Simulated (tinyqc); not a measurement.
MOSFET in saturation, small-signal circuit and noise: two steps of the calculation.

Bias by the inversion coefficient IC = I/Ispec (charge-based model with velocity saturation; weak inversion below 0.1, strong above 10). Common-source circuit: gm, gds, Cgs, Cgd and Cj at the inner nodes, Rg in series with the gate; quasi-static, no source or drain resistance, no gate-body capacitance, no substrate network, no induced gate noise, so fmax is an upper estimate.

Parameters, values chosen for the exercise:
```
symbol,value,unit,meaning
T,350,K,temperature
L,130,nm,gate length
W,80,um,total gate width
Cox,2.04,uF/cm^2,gate capacitance
mu,150,cm^2/(V s),mobility
n,1.2,,slope factor
Ls,25,nm,velocity-saturation length
sg,0.039,,ratio gds/gm
IC,0.19,,inversion coefficient
f,0.8,GHz,signal frequency
```

Constants: q = 1.602176634e-19 C, kB = 1.380649e-23 J/K, Vt = kB T/q. Results are converted to the units shown.

Question 1. Current, transconductance and gain. Ispec = 2 n mu Cox (W/L) Vt^2, lc = Ls/L, gms = [sqrt((lc IC + 1)^2 + 4 IC) - 1]/[2 + lc (lc IC + 1)], gm = gms Ispec/(n Vt), gds = sg gm.

Give: Ispec; I; gms; gm; gds; gm/I.

Answer 1.

Ispec = 411.11 uA
I = 78.111 uA
gms = 0.16114
gm = 1.8304 mS
gds = 0.071386 mS
gm/I = 23.433 1/V

Question 2. Current gain and unilateral power gain. |h21| = |Y21/Y11|; U = |Y21 - Y12|^2/(4 [Re Y11 Re Y22 - Re Y12 Re Y21]). Extrapolated at 20 dB a decade: f |h21| and f sqrt(U).

Y with Rg (mS):
```
                          1                          2
1  0.000341095+0.367904061i  -0.000104390-0.112594584i
2  1.830298905-0.114291607i   0.071418219+0.322218421i
```

Wanted: |h21|; U; f |h21|; f sqrt(U).

Answer 2.

|h21| = 4.9846
U = 3888.1
f |h21| = 3.9877 GHz
f sqrt(U) = 49.884 GHz

Numbers from tinyqc (`OMP_NUM_THREADS=1 python tinyqc.py 2150142 2150143 out.jsonl`; about 0.01 s on one thread of a shared Intel Xeon 2.30GHz).
